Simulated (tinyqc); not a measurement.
Inverter chain driving a load.

N inverters, each f = Hc^(1/N) times larger than the one before: delay tau N (f + pp). Switched capacitance in units of the first input, with output capacitance pp times the input: Hc + (1 + pp)(Hc - 1)/(f - 1).

Values chosen for this exercise:
- Hc = 29 (load over the input capacitance of the chain)
- pp = 0 (parasitic delay of an inverter)
- tau = 7 ps (delay unit)

Result of one run:
```
f,delay (ps),switched capacitance
29.00,203.0,30.00
```

Which number of stages N gave this result: 1, 2, 3, 5 or 6?

N = 1.

The whole series:
```
N,f,delay (ps),switched capacitance
1,29.00,203.0,30.00
2,5.385,75.39,35.39
3,3.072,64.52,42.51
4,2.321,64.98,50.20
5,1.961,68.64,58.14
6,1.753,73.62,66.19
7,1.618,79.27,74.33
```

The delay goes from 203 through a minimum of 64.5 (at N = 3 among the rows listed) to 79.3 ps. The best stage effort solves pp + rho (1 - ln rho) = 0, rho = 2.72, which gives N = ln Hc/ln rho = 3.37. One stage fewer than the best costs 17 % in delay and saves 17 % of the switched capacitance.

Program tinyqc, `OMP_NUM_THREADS=1 python tinyqc.py 2082046 2082047 out.jsonl`; Intel Xeon 2.30GHz, shared host, one thread, about 0.01 s.
